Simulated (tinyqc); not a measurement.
Worked calculation: tight binding, honeycomb lattice. One step of it, computed by the program tinyqc.

Task: Bloch Hamiltonian at K. H_AB = -t1 (1 + exp(-i k.a1) + exp(-i k.a2)); H_AA = delta - 2 t2 sum cos(k.b + phi), H_BB = -delta - 2 t2 sum cos(k.b - phi), b = a1, a2 - a1, -a2.

Parameters chosen for this model:

| parameter | value | unit |
|---|---|---|
| t1 | 2.020000 | eV, nearest |
| t2 | 0 | eV, second neighbours |
| phi | 1.570000 | rad, phase of t2 (Haldane) |
| delta | 0 | eV, +/- on A and B |

k point K (fractions of the reciprocal vectors): 0.333333  0.666667

Give: H(k) at K.

Result:

H(k) at K (eV):
```
        A       B
A  0.0000  0.0000
B  0.0000  0.0000
```
